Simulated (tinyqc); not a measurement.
## Segment and feed resistance from two drops

Inverse problem. A rail is fed at one end through Rq; K loads of Ij follow, each after a segment Rs. The drop at load j is K Ij Rq + Rs Ij sum_(l=1..j) (K - l + 1). Find Rs, Rq and the worst drop, at the middle, if the rail were fed through Rq at both ends: K Ij Rq/2 + Rs Ij K^2/8 with the load taken as continuous.

Parameters, values chosen for the exercise: number of equal loads K = 29; current of each load Ij = 0.42 mA.

drops at the first and at the last load (mV): [6.3336000, 47.258400]

Solution. The difference of the two drops is Rs Ij K (K - 1)/2, which gives Rs; the first drop then gives Rq.

Rs = 0.2400 ohm
Rq = 0.2800 ohm
drop at the middle with two feeds = 12.30 mV

Numbers from tinyqc (`OMP_NUM_THREADS=1 python tinyqc.py 2770161 2770162 out.jsonl`; about 0.1 s on one thread of a shared Intel Xeon 2.30GHz).
